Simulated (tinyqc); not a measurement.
Hydrogen passivation and dissociation of interface defects with a spread of activation energies: one step, computed by the program tinyqc. Command: `OMP_NUM_THREADS=1 python tinyqc.py 3019352 3019353 out.jsonl passivation walk`. One thread of a shared host (Intel(R) Xeon(R) Processor @ 2.30GHz), about 0.01 s of CPU time with the checks.

All defects start passivated and lose hydrogen by HP -> P + H; no hydrogen is supplied. Activation energies are normally distributed.

Task: A five-point average. b = k_d0 exp(-E_d/k_B T); the active share of one kind of site is 1 - exp(-b t). Gauss-Hermite nodes for a unit normal variable, z = 0, +/-1.355626, +/-2.856970 with weights 0.533333, 0.222076, 0.011257; the energy is E_d + s_d z.

Inputs (values chosen for the exercise, for a model interface):

| quantity | value | unit |
|---|---|---|
| mean dissociation energy E_d | 2.79 | eV |
| spread s_d | 0.11 | eV |
| prefactor k_d0 | 2.6e+13 | 1/s |
| anneal temperature T | 760 | K |
| anneal time t | 1600 | s |

Ambient: vacuum.

Constants: k_B = 8.617333262e-05 eV/K.

Give: Nodes; active share, five points.

Result:

Nodes:

| z | weight | energy (eV) | rate (1/s) | active share |
|---|---|---|---|---|
| -2.856970 | 0.011257 | 2.4757 | 9.9466e-04 | 7.9637e-01 |
| -1.355626 | 0.222076 | 2.6409 | 7.9897e-05 | 1.2000e-01 |
| 0.000000 | 0.533333 | 2.7900 | 8.1975e-06 | 1.3030e-02 |
| 1.355626 | 0.222076 | 2.9391 | 8.4107e-07 | 1.3448e-03 |
| 2.856970 | 0.011257 | 3.1043 | 6.7560e-08 | 1.0809e-04 |

active share, five points = 0.042864

Caution: the spread exceeds 1.3 k_B T, so the integrand is step-like and five points are a rough average.
